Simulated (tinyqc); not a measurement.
Tunnelling through a gate dielectric with the two-band (Franz) dispersion, WKB transmission and Tsu-Esaki current: effect of temperature.

Electrons leave the emitter at x = 0. Energies E (motion across the layers) are in eV from the emitter Fermi level; the collector Fermi level lies at -V and offers states at every E. No charge in the dielectric and no image force: F1 = V/t1, U = phi1 - F1 x. With C = hbar^2/(2 m0), kappa = sqrt(m u (1 - u/Egx)/C), u = U - E where U > E and 0 elsewhere; T(E) = exp(-S), S = 2 times the integral of kappa over x.

Each layer adds (2/F) sqrt(m/C) [G(u at its left edge) - G(u at its right edge)] to S, with u = U - E (0 where negative) and G(u) = Egx^1.5 (th - sin(4 th)/4)/4, th = arcsin sqrt(u/Egx). J = J0 times the integral of T(E) N(E) dE, N = ln[(1 + exp(-E/Vt))/(1 + exp((-E - V)/Vt))], J0 = q^2 me m0 kB T/(2 pi^2 hbar^3) (times 1e-4 for A/cm^2 per eV), from E = -Ef to far above the barrier (T = 1 there), by quadrature converged to the digits shown. The share over the barrier is that of energies above the highest band edge; 0 means below 1e-6 %.

Values chosen for this exercise; dielectric values close to those of zirconium oxide: Fermi energy of the emitter above its band bottom Ef = 0.38 eV; emitter mass in the supply function me = 1 m0; barrier of layer 1 above the emitter Fermi level at zero bias phi1 = 1.38 eV; tunnelling mass of layer 1 m1 = 0.26 m0; thickness of layer 1 t1 = 4.8 nm; gap parameter of the two-band dispersion, set freely Egx = 6.6 eV; voltage across the dielectric V = 1.6 V.

Constants: q = 1.602176634e-19 C, kB = 1.380649e-23 J/K, hbar = 1.054571817e-34 J s, m0 = 9.1093837015e-31 kg, Vt = kB T/q, hbar^2/(2 m0) = 0.0380998212 eV nm^2. Results are converted to the units shown.

Effect of temperature:
```
T (K),J (A/cm^2),mean E of the current (eV),share over the barrier (%)
50,7.803,-0.1165,0
100,8.006,-0.1135,0
200,8.891,-0.1007,0
300,10.68,-0.07702,0
400,14.08,-0.03760,0
500,20.88,0.02658,1.77e-6
600,36.01,0.1282,3.08e-4
750,112.4,0.3556,0.0321
```

Between 50 and 300 K the current changes by a factor of 1.37, and between 300 and 750 K by 10.5; the mean energy of the current rises from -0.117 to 0.356 eV. The transmission grows by a factor e over d = 0.0611 eV near E = 0, equal to kB T/q at 709 K: far below that temperature the thermal tail adds little.

Numbers from tinyqc (`OMP_NUM_THREADS=1 python tinyqc.py 2540118 2540119 out.jsonl`; about 0.06 s on one thread of a shared Intel Xeon 2.30GHz).
